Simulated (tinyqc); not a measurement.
Kronig-Penney superlattice by transfer matrices: one step. Mass along the axis. Two cases, with inputs chosen for the exercise.

Question. With f(E) = tr M/2, 1 - (q d)^2/2 = 1 + f'(E_bottom)(E - E_bottom) gives m_z = -2 c f'/d^2 (f' by a central difference of 1e-6 eV at the bottom of band 1). The cosine form gives 4 c/(W d^2), W the width of band 1 between tr M/2 = +1 and -1.

Wells (width a, potential 0, mass mw) alternate with barriers (width b, height V0, mass mb); period d = a + b; c = hbar^2/2m0. The vector (psi, psi'/m) is continuous, and a layer of thickness t carries it by M = [[cos kt, (m/k) sin kt], [-(k/m) sin kt, cos kt]] with k = sqrt(m (E - V)/c); for E < V, k = i kappa gives [[cosh, (m/kappa) sinh], [(kappa/m) sinh, cosh]] of kappa t. A Bloch state obeys cos(q d) = tr(Mb Mw)/2.

Constants: hbar^2/2m0 = 3.80998211 eV angstrom^2.

Case 1.

Values chosen (near those of an InGaAs superlattice with barriers of InP; shifted at random, so the results belong to these values and not to a real crystal): a = 129 angstrom (well width); b = 32 angstrom (barrier width); V0 = 0.246 eV (barrier height); mw = 0.0416 m0 (mass in the wells); mb = 0.0814 m0 (mass in the barriers).

Case 2.

Values chosen (near those of the light valleys of a Si film between layers of SiO2; shifted at random, so the results belong to these values and not to a real crystal): a = 20 angstrom (well width); b = 6 angstrom (barrier width); V0 = 3.17 eV (barrier height); mw = 0.186 m0 (mass in the wells); mb = 0.508 m0 (mass in the barriers).

Give: f'; m_z; m_z of the cosine form; W.

Answer.

Case 1.

f' = -376.8 1/eV
m_z = 0.1108 m0
m_z of the cosine form = 0.09445 m0
W = 6.22 meV

The mass along the axis is 2.66 times mw.

Case 2.

f' = -167.6 1/eV
m_z = 1.889 m0
m_z of the cosine form = 1.822 m0
W = 12.38 meV

The mass along the axis is 10.16 times mw.

Computed by tinyqc, one run a case: `OMP_NUM_THREADS=1 python tinyqc.py N N+1 out.jsonl` with N = 1251960, 1251973; one thread of a shared Intel(R) Xeon(R) Processor @ 2.30GHz, about 0.06 s a run at most.
